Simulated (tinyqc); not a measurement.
Effective-mass impurity with a central-cell term, in a basis of Slater functions: one step, computed by the program tinyqc.

The envelope obeys H = -nabla^2 - (2/r) [Z + A exp(-kappa r)] in effective units, with kappa = a*/lambda; positive A deepens the well near the core.

Question. Effective units. Units: Ry* = Ry m/eps^2 and a* = a_0 eps/m, with m in m_0. kappa = a*/lambda; the hydrogenic ground state is bound by Z^2 Ry*.

Inputs (values chosen for the exercise, for a model semiconductor):

| quantity | value | unit |
|---|---|---|
| effective mass m | 0.389 | m_0 |
| dielectric constant eps | 13.8 | - |
| charge Z of the core | 1 | - |
| central-cell range lambda | 0.98 | angstrom |

Impurity: donor, one isotropic band.

Constants: Ry = 13.605693123 eV; a_0 = 0.529177210903 angstrom.

Give: Ry*; a*; kappa; hydrogenic binding energy.

Answer.

Ry* = 27.79 meV

a* = 18.77 angstrom

kappa = 19.16 1/a*

hydrogenic binding energy = 27.79 meV
